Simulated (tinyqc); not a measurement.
Worked calculation: metal-induced gap states at the contact of a metal chain and a two-band chain. Values are carried at full precision from step to step, so a last printed digit may differ when a step is redone from the rounded ones.

The semiconductor alternates sites A at -Eg/2 and C at +Eg/2 with hopping -t; the gap runs from -Eg/2 to Eg/2. In the gap cosh(q a) = 1 + (Eg^2/4 - E^2)/(2 t^2) and the amplitude changes by -exp(-q a) a period. The metal has site energy 0 and hopping -tm; its end site has g_m = (E - i sqrt(4 tm^2 - E^2))/(2 tm^2). Sites 1, 2, ... count into the semiconductor, with energies e1, e2 alternating. The clean half chain has g1 = 1/(E - e1 - t^2 g2), g2 = 1/(E - e2 - t^2 g1), decaying root. With the contact G11 = 1/(1/g1 - tc^2 g_m), and the density on site j is -Im G_jj/pi = |psi_j/psi_1|^2 (-Im G11/pi), per spin, with psi_2/psi_1 = -t g2, psi_3/psi_2 = -t g1.

Constants: e^2/(4 pi eps0) = 14.39964547 eV angstrom.

Values chosen for the exercise (gap and optical dielectric constant near those of HfO2; the chain itself is a model; the results hold for these values, not for the real material): Eg = 6.01 eV (gap); t = 1.82 eV (hopping in the semiconductor); a = 3.6 angstrom (period (two sites); one chain for each area a^2); E = 1.43 eV (energy from mid-gap); tm = 2.42 eV (hopping in the metal); tc = 2.61 eV (hopping across the contact); end = C (site that touches the metal); eps = 4.1 (dielectric constant).

## Decay in the gap

Form cosh(q a), l = exp(-q a), q and the decay length 1/(2q) of the density.

cosh(q a) = 2.05439
l = 0.25981
q = 0.37439 1/angstrom
xi, the decay length of the density = 1.336 angstrom

## Green functions

The decaying root is g1 = (1 - l)/(E - e1), g2 = (1 - l)/(E - e2), l = exp(-q a). Form them, g_m and G11.

g1, g2 (1/eV): -0.46996  0.16690

g_m = 0.12209-0.39478i 1/eV
G11 = -0.18508-0.16818i 1/eV

## Density site by site

D1 = -Im G11/pi, D2 = (t g2)^2 D1, and each further period multiplies by l^2. The sum over all sites is (D1 + D2)/(1 - l^2). The Green functions stand in the order g1, g2.

density on sites 1 to 8 (1/eV): 0.05353  0.00494  0.00361  0.00033  0.00024  0.00002  0.00002  0.00000

Ds, the density per spin summed over the semiconductor = 0.06270 1/eV

The first period holds 93 % of the gap states at this energy.

## Pinning factor

Gap states per area N = 2 Ds/a^2 (two spins). Charge in them sits a distance xi from the metal, so S = 1/(1 + 4 pi e^2 N xi/eps), e^2 meaning e^2/(4 pi eps0); S is the change of the barrier per change of the metal work function.

N = 9.676e+13 1/(eV cm^2)
4 pi e^2 N xi/eps = 0.5703
S = 0.6368

Weak pinning, nearer the Schottky limit S = 1.

## Checks

- g1 from the closed form against decimation: both -0.469962.

Program tinyqc; command `OMP_NUM_THREADS=1 python tinyqc.py 1450144 1450145 out.jsonl`; about 0.01 s on one thread of a shared Intel(R) Xeon(R) Processor @ 2.30GHz.
